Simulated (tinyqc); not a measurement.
Dispersion against the sound-wave line: Born-von Karman spring model of a cubic crystal with one atom per cell. Computed by tinyqc, a small Python program. Command: `OMP_NUM_THREADS=1 python tinyqc.py 3021256 3021257 out.jsonl springs walk`. One thread of a shared host (Intel(R) Xeon(R) Processor @ 2.30GHz), about 0.2 s of CPU time with the checks.

First neighbours lie at a/2 (1,1,0) (12 of them), second at a (1,0,0) (6), with all permutations and signs; the volume per atom is Omega = a^3/4. Two shells of springs match a real metal only roughly, above all at the zone boundary.

Inputs (values chosen for the exercise, modelled on copper):
```
quantity                 value           unit
atomic mass M            63.55              u
radial spring k1L         1.69  eV/angstrom^2
transverse spring k1T   -0.081  eV/angstrom^2
radial spring k2L         0.02  eV/angstrom^2
transverse spring k2T  -0.0085  eV/angstrom^2
```

Lattice: fcc.

Constants: nu for 1 eV/(angstrom^2 u) = 15.6333042 THz.

Method:
- A neighbour at R with unit vector n couples by the matrix K(R) = kL n n^T + kT (1 - n n^T), and D(q) = (1/M) sum_R K(R) [1 - cos(q.R)].
- An eigenvalue lambda of D in eV/(angstrom^2 u) gives nu = 15.6333042 THz x sqrt(lambda).
- The last column divides the top branch by the straight line with its slope at G. End points in 2 pi/a: X = (1, 0, 0), L = (0.5, 0.5, 0.5).

Frequencies (THz) along two lines:
```
line  fraction of the way    nu 1    nu 2    nu 3  nu 3 / linear
G-X                  0.10  0.7295  0.7295  1.1139        0.99560
G-X                  0.25  1.7873  1.7873  2.7209        0.97276
G-X                  0.40  2.7518  2.7518  4.1691        0.93156
G-X                  0.55  3.5698  3.5698  5.3781        0.87397
G-X                  0.70  4.1936  4.1936  6.2850        0.80249
G-X                  0.85  4.5847  4.5847  6.8461        0.71987
G-X                  1.00  4.7180  4.7180  7.0358        0.62885
G-L                  0.10  0.4930  0.4930  1.1149        0.99589
G-L                  0.25  1.2059  1.2059  2.7274        0.97450
G-L                  0.40  1.8522  1.8522  4.1892        0.93549
G-L                  0.55  2.3962  2.3962  5.4195        0.88016
G-L                  0.70  2.8077  2.8077  6.3503        0.81033
G-L                  0.85  3.0641  3.0641  6.9302        0.72827
G-L                  1.00  3.1512  3.1512  7.1271        0.63662
```

Along G-X the top branch ends at 63 % of its linear extrapolation, near the 2/pi = 64 % of a chain with one spring. Along G-L the top branch ends at 64 % of its linear extrapolation, which is the 2/pi of a pure sine: planes normal to this line couple to their next planes alone. A Debye model keeps the straight line throughout.
